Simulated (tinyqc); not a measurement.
# Read current of a NAND string, cells in series solved by shooting: what changes with what

Cells in series, numbered from 0 at the source line (0 V) to the bit line, each followed by a gap resistance Rg. A cell with gate Vg, threshold VT, source Vs and drain Vd passes I = 2 nf K Vt^2 [F(Vs) - F(Vd)]/(1 + th max(Vg - VT, 0)), F(V) = ln^2(1 + exp((Vg - VT - nf V)/(2 nf Vt))). The selected cell has Vg = Vr, the others Vg = Vp.

Values chosen for this exercise; values of the order met in vertical NAND strings:
- T = 358 K (temperature)
- K = 16 uA/V^2 (gain factor of a cell)
- nf = 1.2 (slope factor)
- th = 0.06 1/V (mobility reduction factor)
- Rg = 1.2 kohm (resistance of the gap between cells)
- Vbl = 0.5 V (bit-line voltage)
- Vp = 6.9 V (pass voltage)
- Ve = -2.1 V (threshold of an erased cell)
- Vh = 3.7 V (threshold of the highest state)
- Vx = 2.5 V (threshold of the selected cell)
- Is = 20 nA (sensing current)
- Vr = 4.2 V (read voltage on the selected word line)

Constants: q = 1.602176634e-19 C, kB = 1.380649e-23 J/K, Vt = kB T/q. Results are converted to the units shown.

Each table varies one quantity; the others keep the values above.

## Read current against the number of cells

For a trial current I start at 0 V and, cell by cell, solve for the drain: sqrt(F(Vd)) = sqrt(F(Vs) - I/k), k = 2 nf K Vt^2/(1 + th max(Vg - VT, 0)), Vd = [Vg - VT - 2 nf Vt ln(exp(sqrt F) - 1)]/nf, then add I Rg. The string current is the I for which the last node reaches Vbl. The apparent threshold is the Vr at which I = Is. Background: all other cells erased (VT = Ve) or all in the highest state (VT = Vh); ratio and shift are high over erased and high minus erased. The selected cell is in the middle, cell n/2.

Results:
columns A: n; B: I, others erased (uA); C: I, others high (uA); D: ratio; E: apparent VT, erased (V); F: apparent VT, high (V); G: background shift (mV)
```
A         B        C       D      E      F      G
8     3.654    2.093  0.5728  2.508  2.509  1.213
16    2.131    1.102  0.5171  2.509  2.511  2.427
32    1.161   0.5657  0.4872  2.511  2.516  4.861
64   0.6076   0.2866  0.4718  2.516  2.526  9.746
128  0.3110   0.1443  0.4639  2.525  2.545  19.59
192  0.2090  0.09640  0.4613  2.534  2.564  29.54
```

Estimate the missing row, n = 96.

Computed row:
columns A: n; B: I, others erased (uA); C: I, others high (uA); D: ratio; E: apparent VT, erased (V); F: apparent VT, high (V); G: background shift (mV)
```
A        B       C       D      E      F      G
96  0.4114  0.1919  0.4665  2.521  2.535  14.66
```

With this row back in the table: With erased neighbours the current falls from 3.65 to 0.209 uA, as n^(-0.78) between the first two rows and n^(-0.98) between the last two (-1 once the series resistance rules). The ratio falls from 0.573 to 0.461 and the background shift rises from 1.21 to 29.5 mV.

## Effect of the bit-line voltage

Same model as above.

The string has 64 cells and the selected one is cell 32.

Results:
columns A: Vbl (V); B: I, others erased (uA); C: I, others high (uA); D: ratio; E: apparent VT, erased (V); F: apparent VT, high (V); G: background shift (mV)
```
A         B        C       D      E      F      G
0.1  0.1255  0.06198  0.4940  2.522  2.536  14.11
0.2  0.2490   0.1216  0.4885  2.516  2.526  9.939
0.3  0.3705   0.1790  0.4830  2.516  2.526  9.754
0.4  0.4901   0.2340  0.4774  2.516  2.526  9.746
0.5  0.6076   0.2866  0.4718  2.516  2.526  9.746
0.7  0.8361   0.3849  0.4603  2.516  2.526  9.746
0.8  0.9470   0.4304  0.4545  2.516  2.526  9.746
```

Estimate the missing row, Vbl = 0.6 V.

Computed row:
columns A: Vbl (V); B: I, others erased (uA); C: I, others high (uA); D: ratio; E: apparent VT, erased (V); F: apparent VT, high (V); G: background shift (mV)
```
A         B       C       D      E      F      G
0.6  0.7229  0.3369  0.4661  2.516  2.526  9.746
```

With this row back in the table: As Vbl goes from 0.1 to 0.8 V, the current with erased neighbours rises from 0.125 to 0.947 uA, that with high neighbours rises from 0.0620 to 0.430 uA and the ratio falls from 0.494 to 0.455. The background shift falls from 14.1 to 9.75 mV.

Computed by the program tinyqc: `OMP_NUM_THREADS=1 python tinyqc.py 2142275 2142276 out.jsonl`, one thread of a shared Intel Xeon 2.30GHz, about 0.6 s for the whole run.
